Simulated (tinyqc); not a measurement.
# Charge needed for a dipole step

Two sheets of opposite charge dd apart with permittivity ei give the step D = q N dd/(eps0 ei).

Inputs (values chosen for the exercise): relative permittivity inside the dipole layer ei = 6.1; thickness of the dipole layer dd = 0.22 nm.

Constants: q = 1.602176634e-19 C, eps0 = 8.8541878128e-14 F/cm where lengths are in cm. Results are converted to the units shown.

Charge needed for a dipole step:
```
N (cm^-2),D (V),field (MV/cm),"moment (debye/nm^2, 1 D = 3.33564e-30 C m)"
1e12,0.006526,0.2966,0.1057
2.7e12,0.01762,0.8009,0.2853
6.8e12,0.04438,2.017,0.7186
1.7e13,0.1109,5.043,1.796
4.5e13,0.2937,13.35,4.755
1.1e14,0.7179,32.63,11.62
2.9e14,1.893,86.03,30.64
```

What does the comparison show?

D is proportional to N, 0.1 V for 1.53e13 cm^-2. The same sheet as an uncompensated charge under 1 nm of a dielectric of permittivity 3.9 would shift the flat band by 0.711 V, and that shift would grow with thickness, which a dipole step does not. For N = 1.1e14, 2.9e14 the field exceeds 20 MV/cm; it acts over one bond length, where the sheet picture is only a bookkeeping device.

Program tinyqc, `OMP_NUM_THREADS=1 python tinyqc.py 2410030 2410031 out.jsonl`; Intel Xeon 2.30GHz, shared host, one thread, about 0.01 s.
